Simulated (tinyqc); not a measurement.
Stacked nanosheet transistor, parasitic resistance, capacitance and delay: two steps of the calculation.

Ns sheets share one contact on top; each has perimeter p = 2 (Ws + ts) and cross-section A = Ws ts; contact width Wc = Ws + 10 nm, stack height Hs = Ns pv. Sheet 1 is the top one. Contact length Lc = CPP - Lg - 2 Lsp, shared by two neighbouring gates. Source and drain sides are equal. The formulas are first-order estimates, not field solutions.

Parameters, values chosen for the exercise; values close to those of silicon logic devices: number of sheets Ns = 2; sheet width Ws = 12 nm; sheet thickness ts = 7 nm; contacted gate pitch CPP = 54 nm; gate length Lg = 16 nm; spacer length Lsp = 5 nm; contact resistivity rc = 2.9e-9 ohm cm^2; resistivity of the source-drain epitaxy re = 0.00068 ohm cm; current-carrying depth of the epitaxy te = 15 nm; resistivity of the extension rx = 0.00046 ohm cm; supply voltage Vdd = 0.8 V.

Question 1. Geometry and resistances. Epitaxy sheet resistance Rsh = re/te, transfer length LT = sqrt(rc/Rsh), contact Rc = [sqrt(rc Rsh)/Wc] coth(Lc/(2 LT)); extension of one sheet Rx = rx Lsp/A. Effective width N p; for equal currents and rv = 0 one side has Rc + Rx/N.

Give: Lc; effective width; Rsh; LT; Rc; Rx; one side times effective width.

Answer 1.

Lc = 28.000 nm
effective width = 76.000 nm
Rsh = 453.33 ohm
LT = 25.292 nm
Rc = 1035.8 ohm
Rx = 273.81 ohm
one side times effective width = 89.126 ohm um

Question 2. Effective current, delay and energy. Ieff = (IH + IL)/2, delay CL Vdd/(2 Ieff), energy CL Vdd^2, with CL the load of an inverter that drives an equal one.

IH = I(Vdd, Vdd/2) = 89.574232 uA
IL = I(Vdd/2, Vdd), solved likewise = 35.768793 uA
CL = 208.95985 aF

Wanted: Ieff; delay; energy.

Answer 2.

Ieff = 62.67 uA
delay = 1.334 ps
energy = 133.7 aJ

Numbers from tinyqc (`OMP_NUM_THREADS=1 python tinyqc.py 2170029 2170030 out.jsonl`; about 0.05 s on one thread of a shared Intel Xeon 2.30GHz).
